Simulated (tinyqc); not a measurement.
Gated two-dimensional channel with two bands, quantum capacitance: one step of the calculation.

phi is the Fermi level above the lowest band edge, in volts; Vg is counted from the gate voltage at which an empty channel would have phi = 0. The channel has no thickness; trap charge is -q Dit phi.

Question. Charge and capacitances at the solution. D1 = gv md m0 q/(pi hbar^2), D2 = g2 m2 m0 q/(pi hbar^2) per eV; n1 = D1 Vt ln(1 + exp(phi/Vt)), n2 = D2 Vt ln(1 + exp((phi - E2)/Vt)), n = n1 + n2; Cq = q dn/dphi = q [D1/(1 + exp(-phi/Vt)) + D2/(1 + exp((E2 - phi)/Vt))]. 1/C_G = 1/Cox + 1/(Cq + q Dit); dphi/dVg = Cox/(Cox + Cq + q Dit).

Parameters, values chosen for the exercise; lowest band close to that of a thin In0.53Ga0.47As body:
```
symbol,value,unit,meaning
T,150,K,temperature
md,0.0495,m0,in-plane mass
gv,1,,valley degeneracy
m2,0.063,m0,"in-plane mass of a second band, chosen freely"
g2,1,,"valley degeneracy of that band, chosen freely"
E2,0.13,eV,second band edge above the first
Dit,0,cm^-2 eV^-1,density of traps
```

Constants: q = 1.602176634e-19 C, kB = 1.380649e-23 J/K, hbar = 1.054571817e-34 J s, m0 = 9.1093837015e-31 kg, Vt = kB T/q. Results are converted to the units shown.

converged phi = 0.070767332 V
Cox = 2.6355966 uF/cm^2

Give: n; Cq; C_G; dphi/dVg.

Answer.

n = 1.468e12 cm^-2
Cq = 3.342 uF/cm^2
C_G = 1.473 uF/cm^2
dphi/dVg = 0.4409

Cq is 1.27 times Cox, so C_G is 55.9 % of Cox; 44.2 % of the gate voltage has gone into phi.

Program tinyqc, `OMP_NUM_THREADS=1 python tinyqc.py 2200128 2200129 out.jsonl`; Intel Xeon 2.30GHz, shared host, one thread, about 0.01 s.
